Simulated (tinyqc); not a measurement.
Changing the thickness t2: wafer bonding and layer transfer: bond energy, gap closing, particles, bonding of dissimilar wafers and hydrogen blisters. Computed by tinyqc, a small Python program. Command: `OMP_NUM_THREADS=1 python tinyqc.py 3024840 3024841 out.jsonl bond sweep`. One thread of a shared host (Intel(R) Xeon(R) Processor @ 2.30GHz), about 0.01 s of CPU time with the checks.

gamma is the energy per area of each of the two surfaces; plates are isotropic.

Inputs (values chosen for the exercise, for model wafers): Young's modulus E1 = 139 GPa; Young's modulus E2 = 390 GPa; Poisson ratio nu = 0.26; thickness t1 = 625 micrometre; blade thickness t_b = 80 micrometre; crack length L = 10.9 mm; expansion mismatch alpha_2 - alpha_1 = -2.6 1e-6/K; heating dT = 275 K.

Pair: two different wafers.

Method. Two cantilevers opened by t_b: gamma = 3 t_b^2 E1 t1^3 E2 t2^3/(16 L^4 (E1 t1^3 + E2 t2^3)). M = E/(1 - nu), misfit e = (alpha_2 - alpha_1) dT. Curvature k = 6 M1 M2 t1 t2 (t1 + t2) e/[M1^2 t1^4 + M2^2 t2^4 + 2 M1 M2 t1 t2 (2 t1^2 + 3 t1 t2 + 2 t2^2)]; force per width F = k (M1 t1^3 + M2 t2^3)/(6 (t1 + t2)); at the interface s1 = F/t1 + M1 k t1/2, s2 = -F/t2 - M2 k t2/2; stored biaxial energy U = F^2 [1/(M1 t1) + 1/(M2 t2)] + k^2 (M1 t1^3 + M2 t2^3)/12; the pair can part when U > 2 gamma.

One run for each value; columns: (1) thickness t2 (micrometre); (2) stored energy U (J/m^2); (3) curvature (1/m); (4) stress in wafer 2 at the interface (MPa); (5) stress in wafer 1 at the interface (MPa):
```
(1)      (2)      (3)     (4)      (5)
87     8.084  -1.0453  153.92  -79.447
180    8.696  -1.2005  124.51  -89.928
360    9.277  -1.0885  139.30  -84.655
740   15.668  -0.6918  164.51  -75.670
1500  29.709  -0.2904  142.47  -83.526
```

Over the rows, stored energy U (J/m^2) rises from 8.08 to 29.7 (exponent d ln y / d ln x 0.10 between the first rows and 0.91 between the last); curvature (1/m) goes from -1.05 through a minimum among these rows, -1.20 at 180, to -0.290; stress in wafer 2 at the interface (MPa) lies between 125 and 165 without a single trend.  Left out: 5.00, 10.0, 21.0, 42.0 (bond energy out of the physical range).

Caution (rows 87.0, 180, 360, 740): on a wafer of 100 mm the sag k R^2/2 would exceed half the thickness of the pair, beyond the small-deflection theory: the plate stiffens. Caution (rows 740, 1500): the crack is short against the thickness, so root rotation and shear add to the beam formula.

Extremes, crossings and ranges named in words are read from the listed rows.
